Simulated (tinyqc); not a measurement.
Deal-Grove kinetics of thermal oxidation of silicon: one step, computed by the program tinyqc. Command: `OMP_NUM_THREADS=1 python tinyqc.py 3028015 3028016 out.jsonl oxide walk`. One thread of a shared host (Intel(R) Xeon(R) Processor @ 2.30GHz), about 0.06 s of CPU time with the checks.

Oxidant diffuses through the oxide and reacts at the interface, so that dx/dt = B/(A + 2x) for the oxide thickness x.

Problem. A single trial Runge-Kutta step of the thin-film equation. With f(x) = B/(A + 2x) + c (B/A) exp(-x/L) and h = L/(4 f(x_i)): k1 = f(x_i), k2 = f(x_i + h k1/2), k3 = f(x_i + h k2/2), k4 = f(x_i + h k3), x = x_i + h (k1 + 2 k2 + 2 k3 + k4)/6.

Inputs (values chosen for the exercise, close to those used for silicon):

| quantity | value | unit |
|---|---|---|
| temperature T | 950 | C |
| initial oxide x_i | 0.1 | um |
| ratio c of the extra rate to B/A | 3.5 | - |
| decay length L | 0.0055 | um |

Ambient: dry oxygen. Surface: (111). Extension: thin-film term.

length A = 0.2411667 um

parabolic constant B = 0.03291988 um^2/h

linear constant B/A = 0.1365026 um/h

Give: step h; k1 to k4; x after the step.

Solution.

step h = 0.018427 h

k1 to k4 (um/h): 0.074620  0.074388  0.074389  0.074159

x after the step = 0.10137 um
